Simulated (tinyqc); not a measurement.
# Ellipsometry and reflectance of a transparent film on an absorbing substrate: two studies

Air (index 1), film, substrate with N2 = n2 - i k2; time factor exp(+i w t). q_j = sqrt(N_j^2 - sin^2 th), root with positive real part. Fresnel coefficients r_s = (q_a - q_b)/(q_a + q_b), r_p = (N_b^2 q_a - N_a^2 q_b)/(N_b^2 q_a + N_a^2 q_b). tan(Psi) exp(i Delta) = R_p/R_s, Delta taken from 0 to 360 degrees.

Values chosen for this exercise; indices close to those of titanium dioxide on silicon: wavelength lam = 632.8 nm; angle of incidence th = 60 degrees; index of the transparent film n1 = 2.395; film thickness d = 17 nm; index of the substrate n2 = 3.882; extinction coefficient of the substrate k2 = 0.019.

Each table varies one quantity; the others keep the values above.

## Psi and Delta against the film thickness

beta = 2 pi d q1/lam, X = exp(-2 i beta), R = (r01 + r12 X)/(1 + r01 r12 X) for p and s. The last column is the derivative of Delta.

Psi and Delta against the film thickness:
```
d (nm),Psi (degrees),Delta (degrees),|R_p|^2,|R_s|^2,dDelta/dd (degrees/nm)
0,23.378,179.72,0.10981,0.58766,-1.1672
16,22.718,160.72,0.098421,0.56146,-1.2295
31,20.936,140.80,0.071238,0.48672,-1.4726
47,17.730,111.51,0.036146,0.35360,-2.3889
62,13.337,56.918,0.012839,0.22845,-5.4378
78,12.984,310.07,0.011777,0.22154,-5.8234
93,17.428,251.52,0.033659,0.34158,-2.5276
109,20.744,221.02,0.068562,0.47795,-1.5087
124,22.617,200.79,0.096687,0.55708,-1.2405
140,23.373,181.70,0.10972,0.58745,-1.1677
```

Read the table: what changes, and by how much?

Psi goes from 23.4 through a minimum of 13.0 (at d = 78 nm among the rows listed) to 23.4 degrees. The period is 141.7 nm, after which Psi and Delta return to the values of the bare substrate, so one angle and wavelength fix d only up to a multiple of it. The size of the slope of Delta runs from 1.17 to 5.82 degrees/nm among the rows; Delta is counted modulo 360 degrees, and sharper features can lie between the rows.

## Effect of the angle of incidence

Same model as above.

dDelta/dd is the derivative of Delta; period lam/(2 q1).

Result of one run:
```
th (degrees),Psi (degrees),Delta (degrees),|R_p|^2,|R_s|^2,dDelta/dd (degrees/nm),period (nm)
50,30.75,169.0,0.1674,0.4728,-0.6563,139.4
```

What becomes of these results when the angle of incidence th is changed from 50 to 80 degrees, all else the same?

Result of the changed run:
```
th (degrees),Psi (degrees),Delta (degrees),|R_p|^2,|R_s|^2,dDelta/dd (degrees/nm),period (nm)
80,17.07,31.81,0.07701,0.8164,0.4792,144.9
```

The whole series:
```
th (degrees),Psi (degrees),Delta (degrees),|R_p|^2,|R_s|^2,dDelta/dd (degrees/nm),period (nm)
50,30.75,169.0,0.1674,0.4728,-0.6563,139.4
55,27.04,165.2,0.1335,0.5124,-0.8883,140.6
60,22.63,159.5,0.09703,0.5581,-1.238,141.7
65,17.48,149.5,0.06059,0.6106,-1.823,142.7
70,12.09,127.6,0.03080,0.6707,-2.735,143.6
75,10.07,76.58,0.02333,0.7391,-1.529,144.4
80,17.07,31.81,0.07701,0.8164,0.4792,144.9
85,29.80,12.13,0.2961,0.9032,0.3607,145.3
```

Psi goes from 30.8 through a minimum of 10.1 (at th = 75 among the rows listed) to 29.8 degrees and |R_p|^2 goes from 0.167 through a minimum of 0.0233 (at th = 75 among the rows listed) to 0.296. The slope of Delta is largest in size, 2.74 degrees/nm, at th = 70 among the rows. The bare substrate has its smallest |R_p| near arctan(n2) = 75.6 degrees.

tinyqc, about 0.3 s, one thread, Intel Xeon 2.30GHz (shared host): `OMP_NUM_THREADS=1 python tinyqc.py 2870212 2870213 out.jsonl`
